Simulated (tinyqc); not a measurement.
# Band bending at a free surface with one surface level, surface photovoltage and Kelvin probe, step by step

Numbers from tinyqc (`OMP_NUM_THREADS=1 python tinyqc.py 2430141 2430142 out.jsonl`; about 0.01 s on one thread of a shared Intel Xeon 2.30GHz). Printed values are rounded.

n-type bulk, xi = Ec - EF = Vt ln(Nc/Nd), p0 = ni^2/Nd, ni = sqrt(Nc Nv) exp(-Eg/(2 Vt)), Eg in volts. b is the upward band bending, u = b/Vt. Space charge per area, in units of q: Qc = sign(b) sqrt((2 eps0 eps_r Vt/q) [(Nd + dn)(exp(-u) - 1) + Nd u + (p0 + dn)(exp(u) - 1)]), with dn the excess density under light (flat quasi-Fermi levels; 0 in the dark). The level holds -Ns f, f = 1/(1 + exp((xi + b - Es)/Vt)). Neutrality: Qc + Qf + (charge of the states) = 0.

Inputs (values chosen for the exercise); band and dielectric values close to those of silicon:
- T = 300 K (temperature)
- Eg = 1.11 eV (band gap)
- eps_r = 11.5 (relative permittivity)
- Nc = 2.85e19 cm^-3 (conduction-band density of states at T)
- Nv = 2.64e19 cm^-3 (valence-band density of states at T)
- chi = 4.07 eV (electron affinity)
- Nd = 3.3e17 cm^-3 (donor density)
- Qf = 0 cm^-2 (fixed positive charge at the surface)
- pt = 4.28 eV (work function of the probe tip)
- Ns = 2e12 cm^-2 (density of an acceptor-like surface level)
- Es = 0.54 eV (its depth below the conduction edge)
- dn = 7.6e14 cm^-3 (excess carrier density under light)

Constants: q = 1.602176634e-19 C, kB = 1.380649e-23 J/K, Vt = kB T/q, eps0 = 8.8541878128e-14 F/cm where lengths are in cm. Results are converted to the units shown.

## Bulk quantities

xi, ni, p0, the Debye length sqrt(eps0 eps_r Vt/(q Nd)) and the flat-band work function chi + xi.

xi = 0.115263 eV
ni = 1.30207e10 cm^-3
p0 = 513.754 cm^-3
Debye length = 7.05599 nm
chi + xi = 4.18526 eV

## Charges against band bending

b, point 0 to 6 (V): 0.123  0.205  0.287  0.369  0.451  0.534  0.616

Evaluate Qc, the surface charge Qf - Ns f and their sum in the dark; the root lies where the sum changes sign.

```
point	Qc (cm^-2)	surface charge (cm^-2)	sum (cm^-2)
0	6.39076e11	-1.99998e12	-1.36091e12
1	8.66877e11	-1.99959e12	-1.13272e12
2	1.04661e12	-1.99034e12	-9.43731e11
3	1.19972e12	-1.79246e12	-5.92735e11
4	1.33540e12	-5.31656e11	8.03740e11
5	1.45994e12	-2.87871e10	1.43115e12
6	1.57333e12	-1.22374e9	1.57211e12
```

The sum rises steadily with b, so there is one root; bisection gives b = 0.41042 V.

## Work function and Kelvin-probe reading

converged b = 0.410419 V

Work function chi + xi + b; contact potential difference CPD = (work function of the sample) - pt. Depth of EF below Ec at the surface: xi + b. Depletion width Qc/Nd.

xi + b = 0.525681 eV
Qc = 1.27006e12 cm^-2
Qc/Nd = 38.4868 nm
work function = 4.59568 eV
CPD = 315.681 mV

The level is 63.5 % filled: the Fermi level is pinned at it.

## Surface photovoltage

Under chopped light the surface charge keeps its dark value, so b falls to bL with Qc(bL, dn) = Qc(b, 0); the photovoltage is b - bL. Qc rises with b, so bL follows by bisection.

bL = 0.209976 V
photovoltage = 200.443 mV
share of b removed = 48.8386 %
excess holes at the surface, dn exp(bL/Vt) = 2.56007e18 cm^-3
